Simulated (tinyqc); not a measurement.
Voltage acceleration of oxide breakdown, four models on the same data: effect of the use temperature.

Field E = V/tox in MV/cm. Models: ln(t63/1 s) = a - c X with X = E (E model), -1/E (1/E model), ln V (power law, c the exponent n) or sqrt(E).

With a and c fitted to the stress data, the voltage for ten years solves a - c X + ln(temperature factor times ks) = ln 3.15576e8; temperature factor exp[(Ea q/kB)(1/Tu - 1/Ts)].

Inputs (values chosen for the exercise):
- tox = 4 nm (oxide thickness)
- Ts = 373 K (stress temperature)
- Ea = 0.6 eV (activation energy)
- ks = 0.00049 (factor for area and percentile)

Constants: q = 1.602176634e-19 C, kB = 1.380649e-23 J/K. Results are converted to the units shown.

```
model,c,a
E,3.00184,37.7549
1/E,307.168,-23.6499
power,30.5997,49.8268
sqrt E,19.2057,68.3073
```

Result of one run:
```
temperature factor,"V for ten years, E (V)","V for ten years, 1/E (V)","V for ten years, power (V)","V for ten years, sqrt E (V)"
0.3096,1.251,2.362,2.017,1.730
```

Which use temperature Tu gave this result: 273, 328, 378, 398 or 423 K?

Tu = 398 K.

The whole series:
```
Tu (K),temperature factor,"V for ten years, E (V)","V for ten years, 1/E (V)","V for ten years, power (V)","V for ten years, sqrt E (V)"
273,932.3,2.319,2.792,2.620,2.494
298,109.7,2.034,2.663,2.443,2.276
328,12.95,1.749,2.545,2.278,2.069
358,2.186,1.512,2.454,2.150,1.904
378,0.7812,1.375,2.405,2.079,1.811
398,0.3096,1.251,2.362,2.017,1.730
423,0.1101,1.114,2.316,1.950,1.642
```

The temperature factor falls from 932 to 0.110, and the allowed voltage by 52.0 % in the E model and 17.0 % in the 1/E model: the steeper a model is near use conditions, the less voltage a given factor in time costs.

Range of the model: All four laws are empirical fits; none is established far below the stress range.

Computed by the program tinyqc: `OMP_NUM_THREADS=1 python tinyqc.py 2070074 2070075 out.jsonl`, one thread of a shared Intel Xeon 2.30GHz, about 0.01 s for the whole run.
